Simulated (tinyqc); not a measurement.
From results to parameters: diatomic chain. Computed by the program tinyqc.

Problem. A chain of two alternating masses has one spring constant k; at the zone edge omega^2 = 2k/M and 2k/m, and wavenumber = 521.4708 sqrt(omega^2) with omega^2 in eV/(angstrom^2 u). Find k, the heavier mass and the optical wavenumber at q = 0.

wavenumbers at the zone edge (cm^-1): 155.118114  593.478239
lighter mass = 10.500000 u

Solution. The upper value gives k = m omega^2/2, the ratio of the squares gives M/m, and at q = 0 omega^2 = 2k (1/m + 1/M), the sum of the two.

k = 6.8000 eV/angstrom^2
heavier mass = 153.7000 u
optical wavenumber at q = 0 = 613.415 cm^-1
